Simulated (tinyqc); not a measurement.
Inside a calculation. Model: bias-temperature instability from a Gaussian distribution of capture and emission barriers. Computed by tinyqc, a small Python program that keeps every step. Command: `OMP_NUM_THREADS=1 python tinyqc.py 3007961 3007962 out.jsonl bti walk`. One thread of a shared host (Intel(R) Xeon(R) Processor @ 2.30GHz), about 0.01 s of CPU time with the checks. Intermediate numbers are printed to about 5 digits and carried at full precision; extremes and crossings named in words are read from the listed rows.

Each trap has a capture time tau_0 exp(E_c/(k_B T)) under stress and an emission time tau_0 exp(E_e/(k_B T)) after it. E_c is Gaussian, and E_e = E_c + d with d Gaussian and independent. A trap counts as filled once t_s exceeds its capture time and as emptied once t_r exceeds its emission time.

Inputs (values chosen for the exercise, for a model p-channel transistor): shift with all traps filled V_max = 100 mV; mean capture barrier at zero field mu_c = 1.79 eV; spread of capture barriers sigma_c = 0.22 eV; lowering of mu_c per field k_F = 0.06 eV/(MV/cm); oxide field F = 8.1 MV/cm; mean of E_e - E_c at the stress field, delta = 0.063 eV; spread of E_e - E_c, sigma_d = 0.21 eV; time constant tau_0 = 8e-11 s; temperature T = 105 C; stress time t_s = 7000 s; recovery time t_r = 0.006 s; failure criterion = 30 mV.

Constants: k_B = 8.617333262e-05 eV/K.

## Stress

Demarcation energies E_s = k_B T ln(t_s/tau_0), E_r = k_B T ln(t_r/tau_0); mean barrier mu = mu_c - k_F F; z = (E_s - mu)/sigma_c; Phi is the standard normal distribution. Temperatures in kelvin are T(C) + 273.15. Shift without recovery dV0 = V_max Phi(z); local time exponent n = d ln dV0/d ln t_s = (k_B T/sigma_c) exp(-z^2/2)/(sqrt(2 pi) Phi(z)); apparent activation energy n E_s.

E_s = 1.0461 eV

mean barrier mu = 1.304 eV

z = -1.1722

shift without recovery dV0 = 12.055 mV

time exponent n = 0.24658

apparent activation energy = 0.25795 eV

The stress has filled 12 % of the traps. The apparent energy 0.258 eV is only the share n of the barriers near 1.05 eV that are being crossed.

## Recovery

Remaining shift dV = V_max int_(-infinity)^(E_s) g(E_c) [1 - Phi((E_r - E_c - delta)/sigma_d)] dE_c, g the Gaussian density of E_c (Gauss-Legendre, 120 points over 7 sigma_c below E_s).

E_r = 0.59089 eV

remaining shift dV = 11.576 mV

remaining share dV/dV0 = 0.96020

A measurement delay of t_r hides 4.0 % of the shift.

## Lifetime

Solve V_max Phi(z) = criterion for t_s; the power-law extrapolation from the stress point is t_s (criterion/dV0)^(1/n); 1 year = 3.15576e7 s.

log10 of the lifetime in s = 5.7445

log10 of the power-law estimate in s = 5.4508

The power law gives a time shorter by 0.29 decades, since n falls as traps fill; ten years is log10 = 8.50.

## What a measurement delay does to the time exponent

Columns: no delay, and delays of 1 us, 1 ms and 1 s.

Shift (mV):
```
t_s (s)   no delay    1 us    1 ms     1 s
1.00e+00     0.650   0.635   0.545   0.317
1.00e+01     1.607   1.588   1.446   0.979
1.00e+02     3.581   3.559   3.365   2.563
1.00e+03     7.208   7.185   6.950   5.775
1.00e+04    13.149  13.124  12.865  11.360
1.00e+05    21.819  21.794  21.522  19.785
1.00e+06    33.096  33.071  32.794  30.927
1.00e+07    46.168  46.143  45.864  43.940
```

Between 10 and 1000 s the apparent exponent is 0.326 without delay, 0.328 at 1 us, 0.341 at 1 ms and 0.385 at 1 s: a slow measurement loses more of a short stress than of a long one, which steepens the curve. Without delay the exponent falls from 0.393 to 0.145 over the table, so the growth is not a true power law. Caution: step-function filling and one Gaussian population are simplifications; real devices show several populations.

Checks made by the program: time exponent against a finite difference (relative difference 2e-10).
